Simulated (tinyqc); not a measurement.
Ion-assisted plasma etching: sheath, surface coverage, synergy and aspect-ratio dependence: one step, computed by the program tinyqc. Command: `OMP_NUM_THREADS=1 python tinyqc.py 3025174 3025175 out.jsonl etch walk`. One thread of a shared host (Intel(R) Xeon(R) Processor @ 2.30GHz), about 0.05 s of CPU time with the checks.

Radicals adsorb on bare sites; ions remove covered sites with a high yield and bare sites by sputtering; a slow spontaneous reaction acts everywhere, walls included.

Question. Open-field etch rate. Steady coverage: s G_n (1 - theta) = x Y G_i theta; removal flux = Y G_i theta + Y_p G_i (1 - theta) + k_c G_n; rate = flux/N, 1 cm/s = 6e8 nm/min. Lateral rate = k_c G_n/N; anisotropy = 1 - lateral/vertical; synergy = vertical/(ions alone + radicals alone), with ions alone Y_p G_i/N and radicals alone the lateral rate.

Inputs (values chosen for the exercise, close to those used for silicon in a halogen plasma):
```
quantity                              value    unit
gas temperature T_g                     300       K
sticking coefficient s                 0.17       -
radicals per removed unit x               3       -
spontaneous reaction probability k_c  2e-05       -
solid density N                       5e+22  1/cm^3
```

Feature: round hole.

yield Y = 3.972468

sputter yield Y_p = 0.4664547

ion flux G_i = 2.060967e+16 1/(cm^2 s)

radical flux G_n = 1.374729e+18 1/(cm^2 s)

Give: coverage theta; vertical rate; lateral rate; anisotropy; synergy.

Answer.

coverage theta = 0.48758

vertical rate = 538.47 nm/min

lateral rate = 0.32993 nm/min

anisotropy = 0.99939

synergy = 4.6543

Ions and radicals both limit the rate.
